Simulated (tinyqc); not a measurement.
Exchange-split free-electron bands and tunnelling magnetoresistance: one step. Transmissions. Three cases, with inputs chosen for the exercise.

Problem. Evaluate kappa and the three T.

Barrier: kappa = sqrt(mb phi/c), c = hbar^2/2m0. With a = k1/m, b = k2/m, w = kappa/mb, the transmission at normal incidence is T(k1, k2) = 4 a b w^2/[w^2 (a + b)^2 + (w^2 + a^2)(w^2 + b^2) sinh^2(kappa d)]. Parallel: G_P = T(up, up) + T(dn, dn); antiparallel: G_AP = 2 T(up, dn); TMR = (G_P - G_AP)/G_AP. Julliere: TMR = 2 P^2/(1 - P^2). Slonczewski factor: P_eff = P_k (w^2 - a_up a_dn)/(w^2 + a_up a_dn), P_k = (k_up - k_dn)/(k_up + k_dn).

Constants: hbar^2/2m0 = 3.80998211 eV angstrom^2.

Give: kappa; kappa d; T.

Case 1.

Values chosen: m = 1.19 m0 (mass in the electrodes); mb = 1 m0 (mass in the barrier); phi = 1.49 eV (barrier height above EF); d = 12.8 angstrom (barrier thickness).

k_up, k_dn (1/angstrom): 1.418257  0.958265

Solution.

kappa = 0.6254 1/angstrom
kappa d = 8.005

T: up-up 3.020e-07, dn-dn 4.186e-07, up-dn 3.556e-07

The minority channel transmits more, by a factor 1.39; the common factor exp(-2 kappa d) is 1.11e-07.

Case 2.

Values chosen: m = 1.22 m0 (mass in the electrodes); mb = 0.64 m0 (mass in the barrier); phi = 2.75 eV (barrier height above EF); d = 16.8 angstrom (barrier thickness).

k_up, k_dn (1/angstrom): 1.328897  0.862839

Solution.

kappa = 0.6797 1/angstrom
kappa d = 11.418

T: up-up 4.830e-10, dn-dn 4.114e-10, up-dn 4.458e-10

The majority channel transmits more, by a factor 1.17; the common factor exp(-2 kappa d) is 1.21e-10.

Case 3.

Values chosen: m = 1.22 m0 (mass in the electrodes); mb = 0.66 m0 (mass in the barrier); phi = 1.31 eV (barrier height above EF); d = 8.1 angstrom (barrier thickness).

k_up, k_dn (1/angstrom): 1.498761  0.646433

Solution.

kappa = 0.4764 1/angstrom
kappa d = 3.859

T: up-up 0.001358, dn-dn 0.001619, up-dn 0.001482

The minority channel transmits more, by a factor 1.19; the common factor exp(-2 kappa d) is 0.000445.

Computed by tinyqc, one run a case: `OMP_NUM_THREADS=1 python tinyqc.py N N+1 out.jsonl` with N = 1681756, 1682191, 1682686; one thread of a shared Intel(R) Xeon(R) Processor @ 2.30GHz, about 0.01 s a run at most.
